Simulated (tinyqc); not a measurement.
Contact resistivity and sheet resistance from two contact lengths.

Question. Rc = [sqrt(rc Rsh)/Wc] coth(Lc/(2 LT)), LT = sqrt(rc/Rsh), Wc = 48 nm; the second contact is twice as long as the first. Find LT, rc and Rsh.

Rc for Lc = 26 and 52 nm (ohm): 492.398341  285.820646

Solution. With t = tanh(Lc/(2 LT)) for the shorter contact, the resistance of the longer over that of the shorter is (1 + t^2)/2. Then sqrt(rc Rsh) = Rc t Wc, and rc and Rsh follow by multiplying and dividing by LT.

LT = 30.6 nm
rc = 2.90e-9 ohm cm^2
Rsh = 310 ohm

tinyqc, about 0.04 s, one thread, Intel Xeon 2.30GHz (shared host): `OMP_NUM_THREADS=1 python tinyqc.py 2170075 2170076 out.jsonl`
